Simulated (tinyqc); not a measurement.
Anisotropic elasticity and sound waves of a cubic crystal. From one set of inputs to another, one input at a time. Computed by tinyqc, a small Python program. Command: `OMP_NUM_THREADS=1 python tinyqc.py 3020056 3020057 out.jsonl cubicelastic ladder`. One thread of a shared host (Intel(R) Xeon(R) Processor @ 2.30GHz), about 0.01 s of CPU time with the checks.

Voigt order 1..6 = xx, yy, zz, yz, xz, xy, with engineering shear strains. The rotated frame has x' as named, z' along the wafer normal and y' = z' x x'.

The inputs printed are set A. Set A is modelled on gold; the values taken over come from a set modelled on titanium nitride. Inputs not listed in the table keep their values of set A, so the rows need not describe a real material.

Inputs (values chosen for the exercise, modelled on gold):

| quantity | value | unit |
|---|---|---|
| C11 | 191.5 | GPa |
| C12 | 162.2 | GPa |
| C44 | 41.44 | GPa |
| expansion coefficient of the film | 14 | ppm/K |
| expansion coefficient of the substrate | 5.7 | ppm/K |
| cooling Delta T | 700 | K |

Frame: (001) wafer, x' along [210].

direction cosines a (rows x', y', z' in the cube axes):
```
            x         y         z
x'   0.894427  0.447214  0.000000
y'  -0.447214  0.894427  0.000000
z'   0.000000  0.000000  1.000000
```

Method:
- S11 = (C11 + C12)/D, S12 = -C12/D, D = (C11 - C12)(C11 + 2 C12), S44 = 1/C44. Zener ratio A = 2 C44/(C11 - C12); S0 = S11 - S12 - S44/2; H = 2 C44 + C12 - C11.
- C'_ijkl = C12 delta_ij delta_kl + C44 (delta_ik delta_jl + delta_il delta_jk) - H sum_m a_im a_jm a_km a_lm.
- Invert C' to S'. E along x' = 1/S'11, along y' = 1/S'22; Poisson ratios nu(x'y') = -S'12/S'11 and nu(x'z') = -S'13/S'11; in-plane shear modulus 1/S'66.
- On cooling, a thick substrate imposes eps_1 = eps_2 = (alpha_film - alpha_substrate) Delta T and eps_6 = 0; the free surface sets sigma_3 = sigma_4 = sigma_5 = 0, which fixes eps_3, eps_4, eps_5. Biaxial modulus M = (sigma_1 + sigma_2)/(2 eps); energy density M eps^2. Elastic response and constant coefficients are assumed.

Each row keeps all changes above it:

| input moved | from | to | E along y' (GPa) | stress along x' (MPa) | Zener ratio A |
|---|---|---|---|---|---|
| set A | - | - | 61.20 | 458.6 | 2.829 |
| C44 (GPa) | 41.44 | 163.3 | 74.31 | 458.6 | 11.147 |
| expansion coefficient of the substrate (ppm/K) | 5.7 | 2.6 | 74.31 | 629.9 | 11.147 |
| C11 (GPa) | 191.5 | 620.2 | 478.56 | 5566.5 | 0.713 |
| expansion coefficient of the film (ppm/K) | 14 | 9 | 478.56 | 3125.1 | 0.713 |
| C12 (GPa) | 162.2 | 165.7 | 477.82 | 3124.2 | 0.719 |
| cooling Delta T (K) | 700 | 300 | 477.82 | 1338.9 | 0.719 |

E along y' goes from 61.2 to 478, a factor 7.81 in all. The largest single move comes from C11 (a factor 6.44). Stress along x' goes from 459 to 1340, a factor 2.92 in all. The largest single move comes from C11 (a factor 8.84), and cooling Delta T works against it (a factor 0.429). Zener ratio A goes from 2.83 to 0.719, a factor 0.254 in all. The largest single move comes from C11 (a factor 0.0640), and C44 works against it (a factor 3.94). The single moves hold for this order of the switches; the total does not depend on the order.

Caution (all rows): the thermal stress of this film exceeds 200 MPa, which can relax by slip, cracking or buckling in a real film.

Extremes, crossings and ranges named in words are read from the listed rows.
